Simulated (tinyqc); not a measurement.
CMOS inverter, nodal equation and switching: course of the iteration: output voltage by Newton steps.

An n-channel pull-down (bn, VTn) and a p-channel pull-up (bp, VTp) share the input Vin and the output node Vout, which carries the load C. Transistor (EKV form, voltages against the body): I = 2 n b Vt^2 [F(vp - Vs) - F(vp - Vd)] from drain to source, F(v) = ln^2(1 + exp(v/(2 Vt))), vp = (Vg - VT + sg |Vd - Vs|)/n. n-channel bodies are at 0; for the p-channel device all voltages are counted down from Vdd. b in uA/V^2 gives I in uA. Static: In = Ip. Transient: C dVout/dt = Ip - In. No velocity saturation, no gate capacitance beyond C.

f = In - Ip at (Vin, Vout); G = df/dVout by a central difference with +/- 1e-6 V; Vout(new) = Vout - f/G.

Stop when Vout changes by less than 1e-9 V, or after 30 iterations.

Parameters, values chosen for the exercise: temperature T = 273 K; supply voltage Vdd = 0.5 V; slope factor n = 1.36; drain-induced barrier lowering sg = 0.112; n-channel threshold VTn = 0.27 V; p-channel threshold (magnitude) VTp = 0.4 V; gain factor of the pull-down transistor bn = 180 uA/V^2; gain factor of the pull-up transistor bp = 230 uA/V^2; input voltage Vin = 0.28 V.

Constants: q = 1.602176634e-19 C, kB = 1.380649e-23 J/K, Vt = kB T/q. Results are converted to the units shown.

Vout at the start = 0.25 V

Course of the iteration:
```
iteration     Vout (V)  |change| (V)
1            -0.196831         0.447
2           -0.0971869        0.0996
3           -0.0444575        0.0527
4           -0.0150400        0.0294
5          -0.00169983        0.0133
6           0.00119718       2.90e-3
7           0.00131571       1.19e-4
8           0.00131585       1.45e-7
9           0.00131585      2.16e-13
```

Did this iteration meet its convergence test, and what does its course show?

Yes. Converged in 9 iterations. At the end the number of correct digits about doubles with each step. On the way 4 iterate(s) lie more than 5 mV outside the rails, the first at -0.197 V, before the steps return.

Numbers from tinyqc (`OMP_NUM_THREADS=1 python tinyqc.py 2340052 2340053 out.jsonl`; about 0.03 s on one thread of a shared Intel Xeon 2.30GHz).
